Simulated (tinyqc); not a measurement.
MOSFET in saturation, small-signal circuit and noise: one step of the calculation.

Bias by the inversion coefficient IC = I/Ispec (charge-based model with velocity saturation; weak inversion below 0.1, strong above 10). Common-source circuit: gm, gds, Cgs, Cgd and Cj at the inner nodes, Rg in series with the gate; quasi-static, no source or drain resistance, no gate-body capacitance, no substrate network, no induced gate noise, so fmax is an upper estimate.

Task. Current gain and unilateral power gain. |h21| = |Y21/Y11|; U = |Y21 - Y12|^2/(4 [Re Y11 Re Y22 - Re Y12 Re Y21]). Extrapolated at 20 dB a decade: f |h21| and f sqrt(U).

Parameters, values chosen for the exercise: signal frequency f = 20 GHz.

Y with Rg (mS):
```
	1	2
1	0.084657488+0.693715861i	-0.025687539-0.210493526i
2	3.608589217-0.654001825i	0.503708999+0.893887531i
```

Find: |h21|; U; f |h21|; f sqrt(U).

Result.

|h21| = 5.2476
U = 24.761
f |h21| = 104.95 GHz
f sqrt(U) = 99.522 GHz

Program tinyqc, `OMP_NUM_THREADS=1 python tinyqc.py 2150125 2150126 out.jsonl`; Intel Xeon 2.30GHz, shared host, one thread, about 0.01 s.
